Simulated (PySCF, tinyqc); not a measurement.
Inside a calculation. Method: RHF in the sto-3g basis, for H4, spin multiplicity 1. The lowest restricted solution is unstable here: a spin-polarised one lies 0.1299 hartree lower (PySCF). Computed by tinyqc, a small Python program that keeps every step (integrals from PySCF). Settings: charge = 0, multiplicity = 1, basis = sto-3g, energy threshold = 1e-10, iteration cap = 60, orthogonalisation = symmetric, start = random, DIIS depth = 6, shift = 0.2, method = RHF. Command: `OMP_NUM_THREADS=1 python tinyqc.py 27010 27011 out.jsonl` (the two numbers bound the seeds that draw the settings). One thread of a shared host (Intel(R) Xeon(R) Processor @ 2.60GHz), about 0.1 s of CPU time with the checks. Later iterations appear only in the table of the cycle.

## One-electron integrals

Geometry (angstrom):
```
atom         x         y         z
H     0.000000  0.000000  0.000000
H     0.000000  0.000000  1.505000
H     0.000000  0.000000  2.651000
H     0.000000  0.000000  4.156000
```

Basis sto-3g: exponents (1/bohr^2) and contraction coefficients of normalised primitives:
```
element  l (shell)  exponent  coefficient
H            s (1)  3.425251     0.154329
H            s (1)  0.623914     0.535328
H            s (1)  0.168855     0.444635
```

Overlap, kinetic and nuclear-attraction integrals over the contracted functions; the nuclear repulsion is the sum of Za Zb / Rab.

nuclear repulsion = 1.69154261 hartree

overlap S, order 1H 1s, 2H 1s, 3H 1s, 4H 1s:
```
[[1.000000, 0.254954, 0.037099, 0.001181],
 [0.254954, 1.000000, 0.414851, 0.037099],
 [0.037099, 0.414851, 1.000000, 0.254954],
 [0.001181, 0.037099, 0.254954, 1.000000]]
```

kinetic energy T (hartree), order 1H 1s, 2H 1s, 3H 1s, 4H 1s:
```
[[0.760032, 0.009218, -0.009606, -0.000856],
 [0.009218, 0.760032, 0.065715, -0.009606],
 [-0.009606, 0.065715, 0.760032, 0.009218],
 [-0.000856, -0.009606, 0.009218, 0.760032]]
```

nuclear attraction V (hartree), order 1H 1s, 2H 1s, 3H 1s, 4H 1s:
```
[[-1.903774, -0.443382, -0.063808, -0.001980],
 [-0.443382, -2.230226, -0.835206, -0.063808],
 [-0.063808, -0.835206, -2.230226, -0.443382],
 [-0.001980, -0.063808, -0.443382, -1.903774]]
```

core Hamiltonian H = T + V (hartree), order 1H 1s, 2H 1s, 3H 1s, 4H 1s:
```
[[-1.143743, -0.434164, -0.073413, -0.002836],
 [-0.434164, -1.470194, -0.769491, -0.073413],
 [-0.073413, -0.769491, -1.470194, -0.434164],
 [-0.002836, -0.073413, -0.434164, -1.143743]]
```

## Two-electron integrals

Functions are numbered as in S; the eight-fold symmetry (ij|kl) = (ji|kl) = (kl|ij) leaves the list below.

Two-electron integrals (ij|kl) in chemists' order, unique and non-zero (hartree):
```
(11|11) 0.774606   (21|11) 0.136508   (21|21) 0.036853   (22|11) 0.344772
(22|21) 0.136508   (22|22) 0.774606   (31|11) 0.014639   (31|21) 0.004566
(31|22) 0.020476   (31|31) 0.000653   (32|11) 0.106770   (32|21) 0.041165
(32|22) 0.247103   (32|31) 0.007298   (32|32) 0.106249   (33|11) 0.199563
(33|21) 0.072472   (33|22) 0.433128   (33|31) 0.014639   (33|32) 0.247103
(33|33) 0.774606   (41|11) 0.000307   (41|21) 0.000110   (41|22) 0.000592
(41|31) 0.000019   (41|32) 0.000251   (41|33) 0.000592   (41|41) 6.31e-07
(42|11) 0.007141   (42|21) 0.002555   (42|22) 0.014639   (42|31) 0.000475
(42|32) 0.007298   (42|33) 0.020476   (42|41) 0.000019   (42|42) 0.000653
(43|11) 0.040018   (43|21) 0.013389   (43|22) 0.072472   (43|31) 0.002555
(43|32) 0.041165   (43|33) 0.136508   (43|41) 0.000110   (43|42) 0.004566
(43|43) 0.036853   (44|11) 0.127328   (44|21) 0.040018   (44|22) 0.199563
(44|31) 0.007141   (44|32) 0.106770   (44|33) 0.344772   (44|41) 0.000307
(44|42) 0.014639   (44|43) 0.136508   (44|44) 0.774606
```

## Orthogonalisation

S = U s U^T; symmetric (Loewdin) form X = U s^(-1/2) U^T, so that X^T S X = 1.

eigenvalues of S: [0.491582, 0.850140, 1.092386, 1.565892]

X, order 1H 1s, 2H 1s, 3H 1s, 4H 1s:
```
[[1.027113, -0.143353, 0.026887, -0.002783],
 [-0.143353, 1.106260, -0.246894, 0.026887],
 [0.026887, -0.246894, 1.106260, -0.143353],
 [-0.002783, 0.026887, -0.143353, 1.027113]]
```

## Starting guess

The start is random orthonormal orbitals; D = 2 C_occ C_occ^T.

D at the start, order 1H 1s, 2H 1s, 3H 1s, 4H 1s:
```
[[1.826419, -0.563742, 0.911976, -0.416762],
 [-0.563742, 0.300191, -0.193403, 0.570759],
 [0.911976, -0.193403, 0.516862, 0.100531],
 [-0.416762, 0.570759, 0.100531, 1.644158]]
```

## Iteration 1: building the Fock matrix

J_ij = sum D_kl (ij|kl), K_ij = sum D_kl (ik|jl); F = H + J - 0.5 K; E = tr D H + tr D J / 2 - 0.25 tr D K + E_nn.

Coulomb J (hartree), order 1H 1s, 2H 1s, 3H 1s, 4H 1s:
```
[[1.678181, 0.349924, 0.046453, 0.001405],
 [0.349924, 1.232853, 0.514650, 0.048900],
 [0.046453, 0.514650, 1.361468, 0.376014],
 [0.001405, 0.048900, 0.376014, 1.714744]]
```

exchange K (hartree), order 1H 1s, 2H 1s, 3H 1s, 4H 1s:
```
[[1.297055, 0.167425, 0.142659, 0.003412],
 [0.167425, 0.197469, 0.197374, 0.153962],
 [0.142659, 0.197374, 0.489244, 0.386649],
 [0.003412, 0.153962, 0.386649, 1.335135]]
```

Fock matrix F (hartree), order 1H 1s, 2H 1s, 3H 1s, 4H 1s:
```
[[-0.114089, -0.167953, -0.098290, -0.003136],
 [-0.167953, -0.336075, -0.353527, -0.101494],
 [-0.098290, -0.353527, -0.353348, -0.251474],
 [-0.003136, -0.101494, -0.251474, -0.096566]]
```

total energy of this density = -0.98535128 hartree

## Iteration 1: diagonalisation and new density

A level shift of 0.2 hartree raises the virtual space: F + shift (S - S D(s) S), with D(s) the density of one spin (D/2). Diagonalise F' = X^T F X, C = X C', fill 2 alpha and 2 beta electrons from the bottom; D = 2 C_occ C_occ^T. Each column has its largest component positive (the first on a tie).

F' = X^T F X (hartree):
```
[[-0.047233, -0.110095, -0.106342, 0.032544],
 [-0.110095, -0.015467, -0.274119, -0.070906],
 [-0.106342, -0.274119, -0.043841, -0.263766],
 [0.032544, -0.070906, -0.263766, -0.003867]]
```

orbital energies (hartree): [-0.475503, -0.082452, 0.124232, 0.323314]

coefficients C, order 1H 1s, 2H 1s, 3H 1s, 4H 1s:
```
[[0.218433, 0.784260, -0.641788, -0.039672],
 [0.396294, 0.133568, 0.826459, -0.669415],
 [0.556644, -0.087832, -0.124000, 0.986457],
 [0.366387, -0.550132, -0.487456, -0.633833]]
```

D after iteration 1, order 1H 1s, 2H 1s, 3H 1s, 4H 1s:
```
[[1.325555, 0.382631, 0.105412, -0.702831],
 [0.382631, 0.349779, 0.417726, 0.143435],
 [0.105412, 0.417726, 0.635134, 0.504533],
 [-0.702831, 0.143435, 0.504533, 0.873769]]
```

## Iteration 2: building the Fock matrix

As before.

Coulomb J (hartree), order 1H 1s, 2H 1s, 3H 1s, 4H 1s:
```
[[1.624131, 0.387336, 0.054523, 0.001673],
 [0.387336, 1.569142, 0.643282, 0.053304],
 [0.054523, 0.643282, 1.617037, 0.367890],
 [0.001673, 0.053304, 0.367890, 1.397231]]
```

exchange K (hartree), order 1H 1s, 2H 1s, 3H 1s, 4H 1s:
```
[[1.151072, 0.412576, 0.115631, -0.064111],
 [0.412576, 0.715403, 0.543521, 0.136919],
 [0.115631, 0.543521, 0.923286, 0.438328],
 [-0.064111, 0.136919, 0.438328, 0.845828]]
```

Fock matrix F (hartree), order 1H 1s, 2H 1s, 3H 1s, 4H 1s:
```
[[-0.095148, -0.253116, -0.076706, 0.030892],
 [-0.253116, -0.258754, -0.397970, -0.088569],
 [-0.076706, -0.397970, -0.314800, -0.285438],
 [0.030892, -0.088569, -0.285438, -0.169426]]
```

total energy of this density = -1.74499258 hartree

## Iteration 2: DIIS over 2 matrices

error matrix X^T (FDS - SDF) X:
```
[[0.000000, 0.277970, -0.071506, -0.067413],
 [-0.277970, 0.000000, -0.046987, 0.057880],
 [0.071506, 0.046987, 0.000000, -0.126570],
 [0.067413, -0.057880, 0.126570, 0.000000]]
```

B (overlaps of the stored error matrices):
```
[[7.4604914e-01, 2.7855476e-01],
 [2.7855476e-01, 2.1700535e-01]]
```

Minimise |sum c_i e_i|^2 with sum c_i = 1: solve [B -1; -1 0][c; lambda] = [0; -1] with B_ij = tr e_i^T e_j, and take F = sum c_i F_i.

DIIS coefficients: [-0.151620, 1.151620]

extrapolated F (hartree), order 1H 1s, 2H 1s, 3H 1s, 4H 1s:
```
[[-0.092276, -0.266028, -0.073434, 0.036051],
 [-0.266028, -0.247030, -0.404708, -0.086609],
 [-0.073434, -0.404708, -0.308955, -0.290587],
 [0.036051, -0.086609, -0.290587, -0.180473]]
```

## Iteration 2: diagonalisation and new density

As before.

F' = X^T F X (hartree):
```
[[0.033619, -0.321298, 0.009505, 0.105055],
 [-0.321298, 0.109974, -0.442505, -0.008403],
 [0.009505, -0.442505, 0.015626, -0.334444],
 [0.105055, -0.008403, -0.334444, -0.013369]]
```

orbital energies (hartree): [-0.548142, -0.234830, 0.276161, 0.652660]

coefficients C, order 1H 1s, 2H 1s, 3H 1s, 4H 1s:
```
[[0.178810, 0.640859, 0.659598, -0.445533],
 [0.447476, 0.335696, -0.274132, 0.958106],
 [0.559098, -0.203897, -0.410174, -0.885231],
 [0.314777, -0.588383, 0.708532, 0.359091]]
```

D after iteration 2, order 1H 1s, 2H 1s, 3H 1s, 4H 1s:
```
[[0.885347, 0.590293, -0.061394, -0.641571],
 [0.590293, 0.625852, 0.363471, -0.113325],
 [-0.061394, 0.363471, 0.708329, 0.591922],
 [-0.641571, -0.113325, 0.591922, 0.890560]]
```

## Iteration 12 (converged): orbitals

converged F (hartree), order 1H 1s, 2H 1s, 3H 1s, 4H 1s:
```
[[-0.136976, -0.283828, -0.066693, 0.030184],
 [-0.283828, -0.227528, -0.351339, -0.066694],
 [-0.066693, -0.351339, -0.227529, -0.283829],
 [0.030184, -0.066694, -0.283829, -0.136979]]
```

Diagonalise F' = X^T F X, C = X C', fill 2 alpha and 2 beta electrons from the bottom; D = 2 C_occ C_occ^T. Each column has its largest component positive (the first on a tie).

F' = X^T F X (hartree):
```
[[-0.066923, -0.275370, 0.032738, 0.030653],
 [-0.275370, -0.018443, -0.340338, 0.032737],
 [0.032738, -0.340338, -0.018445, -0.275370],
 [0.030653, 0.032737, -0.275370, -0.066925]]
```

orbital energies (hartree): [-0.488858, -0.260560, 0.093805, 0.484878]

coefficients C, order 1H 1s, 2H 1s, 3H 1s, 4H 1s:
```
[[0.269644, 0.587443, 0.677273, -0.446931],
 [0.496644, 0.340997, -0.359691, 0.902069],
 [0.496647, -0.340992, -0.359697, -0.902067],
 [0.269648, -0.587443, 0.677274, 0.446927]]
```

D after iteration 12, order 1H 1s, 2H 1s, 3H 1s, 4H 1s:
```
[[0.835594, 0.668467, -0.132791, -0.544760],
 [0.668467, 0.725869, 0.260759, -0.132794],
 [-0.132791, 0.260759, 0.725868, 0.668467],
 [-0.544760, -0.132794, 0.668467, 0.835599]]
```

## Convergence

Stop when the energy changes by less than 1e-10 hartree and every element of the error matrix X^T (F D S - S D F) X is below 3e-06.

Course of the cycle:
```
iteration  E (hartree)     change  largest element of the error matrix
1          -0.98535128          -                             4.56e-01
2          -1.74499258  -7.60e-01                             2.78e-01
3          -1.83373589  -8.87e-02                             5.08e-02
4          -1.83951528  -5.78e-03                             2.02e-02
5          -1.84057581  -1.06e-03                             8.83e-03
6          -1.84079290  -2.17e-04                             2.10e-03
7          -1.84080636  -1.35e-05                             5.29e-04
8          -1.84080730  -9.40e-07                             1.59e-04
9          -1.84080738  -7.36e-08                             5.77e-05
10         -1.84080738  -6.88e-09                             2.08e-05
11         -1.84080738  -7.32e-10                             7.49e-06
12         -1.84080738  -8.53e-11                             2.70e-06
```

PySCF RHF in the same basis = -1.84080738 hartree

Converged in 12 iterations.

## Populations, bond orders and dipole

Mulliken: Z minus the diagonal of D S on the atom; Loewdin: the same with S^(1/2) D S^(1/2); Mayer order: 2 sum_s sum (D(s) S)_ij (D(s) S)_ji over the two atoms.

Charges (e):
```
atom   Mulliken    Loewdin
1H    -0.000452  -0.004601
2H     0.000454   0.004603
3H     0.000455   0.004604
4H    -0.000456  -0.004605
```

Mayer bond orders:
```
pair      order
2-1    0.695793
3-1   -0.001414
3-2    0.305620
4-1    0.305620
4-2   -0.001414
4-3    0.695793
```

dipole moment about the origin, x y z (debye): [0.000000, 0.000000, -0.000043]
